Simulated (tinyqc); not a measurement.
# Worked calculation: MOS capacitor on an n-type substrate, surface potential from the exact charge relation

Computed by the program tinyqc: `OMP_NUM_THREADS=1 python tinyqc.py 2060103 2060104 out.jsonl`, one thread of a shared Intel Xeon 2.30GHz, about 0.01 s for the whole run. Printed values are rounded.

Uniform n-type substrate, Boltzmann statistics, full ionisation, classical densities. psi is the surface potential against the body (positive when the bands bend down) and u = -psi/Vt. Traps are spread evenly over the gap and neutral at flat band, so their charge is -q Dit psi; the minority quasi-Fermi level is shifted by Vb.

Values chosen for this exercise; band and dielectric values close to those of gallium nitride: temperature T = 325 K; band gap Eg = 3.34 eV; relative permittivity eps_r = 9.42; conduction-band density of states at T Nc = 2.56e18 cm^-3; valence-band density of states at T Nv = 5.16e19 cm^-3; electron affinity chi = 4.06 eV; donor density of the substrate N = 2.4e15 cm^-3; relative permittivity of the gate insulator (close to silicon dioxide) eox = 3.9; insulator thickness tox = 24 nm; gate work function phiM = 4.17 eV; fixed charge at the interface, in units of q Nf = 0 cm^-2; density of interface traps Dit = 0 cm^-2 eV^-1; reverse bias of the inversion layer against the body Vb = 0 V; gate voltage against the body Vg = -3.38 V.

Constants: q = 1.602176634e-19 C, kB = 1.380649e-23 J/K, Vt = kB T/q, eps0 = 8.8541878128e-14 F/cm where lengths are in cm. Results are converted to the units shown.

## Flat band, threshold and scales

ni = sqrt(Nc Nv) exp(-Eg/(2 Vt)), Eg in volts; phiF = Vt ln(N/ni); Cox = eps0 eox/tox; Vfb = phiM - chi - Vt ln(Nc/N) - q Nf/Cox; Q0 = sqrt(2 eps0 eps_r q N Vt); r = (ni/N)^2 exp(-Vb/Vt); VT = Vfb - [(2 phiF + Vb)(1 + q Dit/Cox) + sqrt(2 eps0 eps_r q N (2 phiF + Vb))/Cox].

ni = 1.457936e-7 cm^-3
phiF = 1.432673 V
Cox = 0.1438806 uF/cm^2
Vfb = -0.08526838 V
Q0 = 4.238418 nC/cm^2
r = 3.690239e-45
VT = -3.248577 V

## Starting value

psi = Vg - Vfb, limited to the range from +4 Vt to -(2 phiF + Vb + 4 Vt).

psi at the start = -2.977371 V

## Iteration 1: Newton step for the surface potential

u = -psi/Vt; F^2 = exp(-u) + u - 1 + r (exp(u) - u - 1); Qs = +sign(u) Q0 F; Cs = -dQs/dpsi = (Q0/Vt) |1 - exp(-u) + r (exp(u) - 1)|/(2 F). f = Vfb + psi + (q Dit psi - Qs)/Cox - Vg, f' = 1 + (Cs + q Dit)/Cox, psi(new) = psi - f/f'.

u = 106.3106
F = 12.64550
Qs = 53.59693 nC/cm^2
Cs = 0.3326915 uF/cm^2
f = -0.05514943 V
f' = 3.312276
psi after iteration 1 = -2.960721 V

## Iteration 2: Newton step for the surface potential

As before.

u = 105.7161
F = 11.61229
Qs = 49.21772 nC/cm^2
Cs = 0.2028459 uF/cm^2
f = -0.008063017 V
f' = 2.409821
psi after iteration 2 = -2.957375 V

## Course of the Newton iteration

Stop when the step is below 1e-10 V, or after 60 iterations.

Course of the iteration:
```
iteration  psi before the step (V)      f (V)  step (V)
1                        -2.977371    -0.0551    0.0167
2                        -2.960721   -8.06e-3   3.35e-3
3                        -2.957375   -2.33e-4   1.02e-4
4                        -2.957273   -2.04e-7   9.01e-8
5                        -2.957273  -1.58e-13  6.97e-14
```

Converged in 5 iterations.

## Charges, field and capacitances at the solution

converged psi = -2.957273 V

u = -psi/Vt; F^2 = exp(-u) + u - 1 + r (exp(u) - u - 1); Qs = +sign(u) Q0 F; Cs = -dQs/dpsi = (Q0/Vt) |1 - exp(-u) + r (exp(u) - 1)|/(2 F). Low frequency: 1/C_LF = 1/Cox + 1/(Cs + q Dit). High frequency, in the simple estimate in which traps and minority carriers do not follow: 1/C_HF = 1/Cox + 1/Cd, Cd being Cs with r = 0 at the same psi. Minority sheet density N_inv = (Q0/(2 q)) int_0^u r (exp(t) - 1)/F(t) dt for u > 0. Oxide field |Qs - q Dit psi + q Nf|/(eps0 eox).

Qs = 48.55377 nC/cm^2
N_inv = 3.265373e10 cm^-2
oxide field = 0.1406079 MV/cm
Cs = 0.1825637 uF/cm^2
C_LF/Cox = 0.5592492
C_HF/Cox = 0.04890872

The surface is in strong inversion (borders at |psi| = 0, phiF + Vb and 2 phiF + Vb = 2.87 V). Minority carriers make up 10.8 % of Qs.
